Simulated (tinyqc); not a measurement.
Metal-interlayer-semiconductor contact, depinning against tunnelling resistance: two steps of the calculation.

Zero bias, n-type semiconductor. Gap states at the semiconductor surface thin out as exp(-be ti), which unpins the barrier; electrons must then cross the interlayer (a rectangular barrier, no voltage drop across it) and the parabolic depleted layer, both by WKB. Energies E are counted from the Fermi level; no image force, parabolic bands.

Inputs (values chosen for the exercise); semiconductor values close to those of silicon; interlayer mass of the order of that in titanium dioxide, offset chosen freely:
```
symbol   value   unit                                                           meaning
T          300      K                                                       temperature
Eg        1.15     eV                                                          band gap
eps_r     11.5                                                    relative permittivity
chi       3.94     eV                                                 electron affinity
Nc      2.8e19  cm^-3                            conduction-band density of states at T
mt       0.195     m0                              tunnelling mass in the semiconductor
mA        2.11     m0                                                   Richardson mass
Nd      6.7e19  cm^-3                                                     donor density
E0        0.37     eV                    charge-neutrality level above the valence band
S0        0.27                                        pinning factor without interlayer
phiM      4.09     eV                                               metal work function
ti         1.2     nm                                              interlayer thickness
dE        0.11     eV  conduction-band offset of the interlayer above the semiconductor
mi         0.3     m0                                 tunnelling mass in the interlayer
be         2.8   1/nm               decay constant of gap states through the interlayer
```

Constants: q = 1.602176634e-19 C, kB = 1.380649e-23 J/K, eps0 = 8.8541878128e-12 F/m, hbar = 1.054571817e-34 J s, h = 6.62607015e-34 J s, m0 = 9.1093837015e-31 kg, Vt = kB T/q, hbar^2/(2 m0) = 0.0380998212 eV nm^2. Results are converted to the units shown.

Question 1. Pinning, barrier and scales. S = 1/(1 + (1/S0 - 1) exp(-be ti)); phiB = S (phiM - chi) + (1 - S)(Eg - E0); xi = Ec - EF deep inside, from Nd = Nc F(-xi/Vt), F(x) = (2/sqrt(pi)) int_0^infinity sqrt(u) du/(1 + exp(u - x)); band bending U = phiB - xi; E00 = (hbar/2) sqrt(Nd/(eps0 eps_r mt m0)) in volts; A = 4 pi q mA m0 kB^2/h^3.

Give: S; phiB; xi; U; E00; A.

Answer 1.

S = 0.91415
phiB = 0.20409 eV
xi = -0.043743 eV
U = 0.24783 eV
E00 = 0.10148 eV
A = 253.57 A/(cm^2 K^2)

Question 2. Exponents and integrand on an energy grid. With U = phiB - xi: for xi < E < phiB, y = (E - xi)/U and G1 = (U/E00) [sqrt(1 - y) - y ln((1 + sqrt(1 - y))/sqrt(y))], G1 = 0 above phiB; G2 = 2 ti sqrt(mi max(phiB + dE - E, 0)/C), C = hbar^2/(2 m0); f = 1/(1 + exp(E/Vt)); integrand exp(-G1 - G2) f.

E, point 0 to 15 (eV): [-0.04, -0.022, -0.004, 0.014, 0.032, 0.05, 0.068, 0.086, 0.104, 0.122, 0.14, 0.158, 0.176, 0.194, 0.212, 0.23]
phiB = 0.20408627 eV
xi = -0.043742709 eV
E00 = 0.10148421 eV

Find: G1; G2; f; integrand.

Answer 2.

```
point      G1      G2          f  integrand (1e-3)
0      2.3208  4.0074    0.82452            1.4719
1      1.9281  3.9042    0.70078            2.0541
2      1.6246  3.7982    0.53860            2.3777
3      1.3664  3.6892    0.36783            2.3444
4      1.1402  3.5769    0.22482            2.0102
5      0.9395  3.4609    0.12630            1.5500
6      0.7606  3.3408   0.067210            1.1123
7      0.6009  3.2163   0.034669            0.7623
8      0.4592  3.0868   0.017586            0.5072
9      0.3345  2.9516  0.0088437            0.3307
10     0.2266  2.8099  0.0044277            0.2125
11     0.1358  2.6607  0.0022118            0.1350
12     0.0636  2.5026  0.0011037            0.0848
13     0.0135  2.3338  5.5043e-4            0.0526
14     0.0000  2.1518  2.7443e-4            0.0319
15     0.0000  1.9529  1.3681e-4            0.0194
```

Range of the model: The depletion charge would drop about 0.079 V across such an interlayer (eps_r near 40) at ti = 1.2 nm and Nd = 6.7e19 cm^-3, against a band bending of 0.25 V; this model leaves that drop out.

tinyqc, about 0.04 s, one thread, Intel Xeon 2.30GHz (shared host): `OMP_NUM_THREADS=1 python tinyqc.py 2270156 2270157 out.jsonl`
